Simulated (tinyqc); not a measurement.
Carrier statistics of a doped semiconductor with parabolic bands: sweeps and comparisons. A value that a table varies takes the place of the one given here.

Eg(T) = Eg0 - al T^2/(T + be); m_de = Mv^(2/3) (ml mt^2)^(1/3); m_dh = (mhh^(3/2) + mlh^(3/2))^(2/3); Nc and Nv from N = 2 (m kB T/(4 pi c))^(3/2) with c = hbar^2/2m0, in 1/angstrom^3; times 1e24 for 1/cm^3.

Energies are counted from Ev, so Ec = Eg. n = Nc F_1/2((EF - Eg)/kT), p = Nv F_1/2(-EF/kT), ND+ = ND/(1 + 2 exp((EF - Eg + ED)/kT)), NA- = NA/(1 + 4 exp((EA - EF)/kT)); neutrality asks p + ND+ = n + NA-. F_j(eta) = (1/Gamma(j + 1)) integral_0^infinity x^j dx/(1 + exp(x - eta)), which tends to exp(eta) for eta << 0.

Constants: hbar^2/2m0 = 3.80998211 eV angstrom^2; kB = 8.617333262e-05 eV/K.

Parameters, chosen for this exercise (near those of Ge; the results hold for these values, not for the real material): Eg0 = 0.7475 eV (gap at 0 K); al = 0.000468 eV/K (Varshni alpha); be = 230 K (Varshni beta); ml = 1.55 m0 (longitudinal electron mass); mt = 0.0851 m0 (transverse electron mass); Mv = 4 (equivalent valleys); mhh = 0.335 m0 (heavy-hole mass); mlh = 0.0405 m0 (light-hole mass); ND = 1.1e+14 1/cm^3 (donors); NA = 3.7e+12 1/cm^3 (acceptors); ED = 0.0117 eV (donor level below Ec); EA = 0.0106 eV (acceptor level above Ev); T = 250 K.

## Temperature

Neutrality solved at each temperature; ni = sqrt(Nc Nv) exp(-Eg/2kT).

Carriers (1/cm^3):

| T (K) | EF (eV) | n | p | majority / \|ND - NA\| | ni | Eg (eV) |
|---|---|---|---|---|---|---|
| 10 | 0.7377 | 9.34e+11 | <1e-99 | 0.00878 | <1e-99 | 0.7473 |
| 20 | 0.7330 | 6.41e+13 | <1e-99 | 0.603 | 1.04e-77 | 0.7468 |
| 40 | 0.7154 | 1.05e+14 | 1.79e-73 | 0.988 | 4.34e-30 | 0.7447 |
| 77 | 0.6756 | 1.06e+14 | 3.98e-27 | 0.999 | 6.50e-07 | 0.7385 |
| 120 | 0.6234 | 1.06e+14 | 8.44e-09 | 1.00 | 947 | 0.7282 |
| 200 | 0.5160 | 1.06e+14 | 2.74e+05 | 1.00 | 5.40e+09 | 0.7040 |
| 300 | 0.3711 | 1.09e+14 | 2.96e+12 | 1.03 | 1.80e+13 | 0.6680 |
| 400 | 0.3030 | 1.29e+15 | 1.19e+15 | 12.2 | 1.24e+15 | 0.6286 |
| 500 | 0.2778 | 1.74e+16 | 1.73e+16 | 164 | 1.73e+16 | 0.5872 |
| 600 | 0.2531 | 1.07e+17 | 1.07e+17 | 1.01e+03 | 1.07e+17 | 0.5445 |

Ionisation is incomplete: the majority density is below 90 % of the net doping at 10 and 20 K, down to a share of 0.0088. It is within 10 % of the net doping at 40, 77, 120, 200 and 300 K. At 400, 500 and 600 K thermal pairs lift it more than 10 % above the net doping; ni has reached 1.07e+17 1/cm^3 at 600 K against a net doping of 1.06e+14. EF goes from 0.738 eV to 0.253 eV, where midgap is 0.272 eV and the intrinsic level (Boltzmann) 0.253 eV.

## Doping level

Only donors are present (NA = 0); eta is the distance of EF beyond the conduction edge in units of kT.

Neutral state:

| ND (1/cm^3) | EF (eV) | majority (1/cm^3) | ionised share | eta |
|---|---|---|---|---|
| 1.0e+14 | 0.4431 | 1.00e+14 | 1.000 | -11.30 |
| 1.0e+15 | 0.4927 | 1.00e+15 | 1.000 | -9.00 |
| 1.0e+16 | 0.5422 | 9.96e+15 | 0.996 | -6.70 |
| 1.0e+17 | 0.5911 | 9.61e+16 | 0.961 | -4.43 |
| 1.0e+18 | 0.6361 | 7.52e+17 | 0.752 | -2.34 |
| 3.0e+18 | 0.6544 | 1.69e+18 | 0.564 | -1.49 |
| 1.0e+19 | 0.6724 | 3.59e+18 | 0.359 | -0.66 |
| 3.0e+19 | 0.6878 | 6.47e+18 | 0.216 | 0.06 |

The impurity level lies at 0.6749 eV. The ionised share falls from 1.000 to 0.216 as EF passes through it between 1e+19 and 3e+19 1/cm^3 (share 1/3 there); it is below one half from 1e+19 1/cm^3 on. Over the last two rows the doping grows threefold and the majority density by a factor 1.80. EF comes within 3 kT of the majority band edge from 1e+18 1/cm^3 on. Above roughly 3e+17 1/cm^3 (N^(1/3) a = 0.26, with the radius a = sqrt(c/(m E)) from the ionisation energy E and the mass (ml mt^2)^(1/3)) the levels merge with the band and real ionisation is complete; sharp levels then overstate freeze-out.

## What each input does

Neutrality solved anew for each case. Each row changes one parameter from the base and keeps the others.

Results:

| case | EF (eV) | n (1/cm^3) | p (1/cm^3) |
|---|---|---|---|
| base | 0.4444 | 1.06e+14 | 4.24e+09 |
| T = 290 K | 0.3856 | 1.07e+14 | 9.60e+11 |
| ND = 5.5e+13 1/cm^3 | 0.4287 | 5.13e+13 | 8.78e+09 |
| NA = 1.85e+12 1/cm^3 | 0.4448 | 1.08e+14 | 4.17e+09 |
| Eg0 = 0.7975 eV | 0.4944 | 1.06e+14 | 4.16e+08 |
| mt = 0.1021 m0 | 0.4405 | 1.06e+14 | 5.08e+09 |
| mhh = 0.402 m0 | 0.4444 | 1.06e+14 | 5.52e+09 |
| ED = 0.0175 eV | 0.4444 | 1.06e+14 | 4.24e+09 |

The largest shifts from the base row, up to three for each result and ties (the steps differ in size, so this ranks the rows, not the parameters). EF (eV): T -0.0588, Eg0 +0.0500, ND -0.0157; unchanged at the printed digits by mhh and ED. n (1/cm^3): ND -5.50e+13, NA +1.85e+12, T +9.57e+11; unchanged at the printed digits by Eg0, mt, mhh and ED. p (1/cm^3): T +9.55e+11, ND +4.54e+09, Eg0 -3.82e+09; unchanged at the printed digits by ED.

Program tinyqc; command `OMP_NUM_THREADS=1 python tinyqc.py 1681130 1681131 out.jsonl`; about 0.01 s on one thread of a shared Intel(R) Xeon(R) Processor @ 2.30GHz.
